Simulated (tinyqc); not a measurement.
What each parameter does: k.p values derived from sp3s* tight binding at Gamma.

At Gamma the states are two-level mixtures: s-like S+ (upper) and S- (lower) from [[Esa, Vss], [Vss, Esc]], p-like P- (valence) and P+ from [[Epa, Vxx], [Vxx, Epc]], and the bare s* levels. With real k in 1/angstrom and kz = 0, the phase sums over the four bonds are g0 = 1 - (a k/4)^2/2, g1 = i a kx/4, g3 = -(a/4)^2 kx ky to second order. Each mixture is written (anion, cation) with the anion part positive. c = hbar^2/2m0. No spin-orbit coupling.

Recipe: P = (a/4)(sa pc Vsapc + sc pa Vscpa) between an s and a p state ((a/4) pc Vxapc and (a/4) pa Vpaxc for s*), Ep = P^2/c for S+ to P-; m0/m = [-(a/4)^2 sa sc Vss + sum P^2/(E(S+) - E(P))]/c; L = d0 + F, M = d0 + H1, N = dN + F + H1 with d0 = -(a/4)^2 pa pc Vxx, dN = -2 (a/4)^2 pa pc Vxy, F = sum P^2/(E(P-) - E(s)) over the four s-like states, H1 = Q^2/(E(P-) - E(P+)), Q = (a/4) Vxy (pa p'c - pc p'a); g1 = -(L + 2M)/(3c), g2 = -(L - M)/(6c), g3 = -N/(6c).

Constants: hbar^2/2m0 = 3.80998211 eV angstrom^2.

Inputs chosen for the exercise (near a published set for GaAs, fitted to gaps, whose masses and valley positions are rough; the results hold for these values, not for the real material): a = 5.648 angstrom (lattice constant); Esa = -8.289 eV (s level of the anion); Epa = 1.037 eV (p level of the anion); Esc = -2.679 eV (s level of the cation); Epc = 3.72 eV (p level of the cation); Exa = 8.481 eV (s* level of the anion); Exc = 6.779 eV (s* level of the cation); Vss = -6.375 eV (s-s); Vxx = 1.981 eV (px-px); Vxy = 5.129 eV (px-py); Vsapc = 4.507 eV (s anion, p cation); Vscpa = 5.743 eV (s cation, p anion); Vxapc = 4.779 eV (s* anion, p cation); Vpaxc = 4.871 eV (p anion, s* cation).

The recipe applied anew.

One parameter was then changed.

Results before and after:

| case | EG (eV) | Ep (eV) | m (m0) | g1 | g2 | g3 |
|---|---|---|---|---|---|---|
| base | 1.4948 | 15.276 | 0.1150 | 5.460 | 1.506 | 2.095 |
| changed | 1.4948 | 15.060 | 0.1170 | 5.410 | 1.481 | 2.070 |

Which of these changes was made? (a) a = 5.698 angstrom; (b) Vscpa = 5.893 eV; (c) Vsapc = 4.357 eV; (d) Epa = 1.187 eV; (e) Vxapc = 4.929 eV; (f) Epc = 3.57 eV; (g) Esa = -8.439 eV.

Answer: (c) Vsapc = 4.357 eV. Of the candidates, run in turn, only this one gives the changed row.

All candidates:

| case | EG (eV) | Ep (eV) | m (m0) | g1 | g2 | g3 |
|---|---|---|---|---|---|---|
| base | 1.4948 | 15.276 | 0.1150 | 5.460 | 1.506 | 2.095 |
| a = 5.698 angstrom | 1.4948 | 15.548 | 0.1130 | 5.557 | 1.533 | 2.132 |
| Epc = 3.57 eV | 1.5286 | 15.268 | 0.1182 | 5.406 | 1.458 | 2.057 |
| Epa = 1.187 eV | 1.3786 | 15.268 | 0.1048 | 5.781 | 1.645 | 2.244 |
| Vsapc = 4.357 eV | 1.4948 | 15.060 | 0.1170 | 5.410 | 1.481 | 2.070 |
| Vxapc = 4.929 eV | 1.4948 | 15.276 | 0.1150 | 5.466 | 1.509 | 2.098 |
| Vscpa = 5.893 eV | 1.4948 | 15.910 | 0.1097 | 5.599 | 1.576 | 2.164 |
| Esa = -8.439 eV | 1.4503 | 15.304 | 0.1107 | 5.571 | 1.562 | 2.150 |

Vxapc acts through the s* states, which enter F alone and leave EG, Ep and m.

Program tinyqc; command `OMP_NUM_THREADS=1 python tinyqc.py 1482851 1482852 out.jsonl`; about 0.01 s on one thread of a shared Intel(R) Xeon(R) Processor @ 2.30GHz.
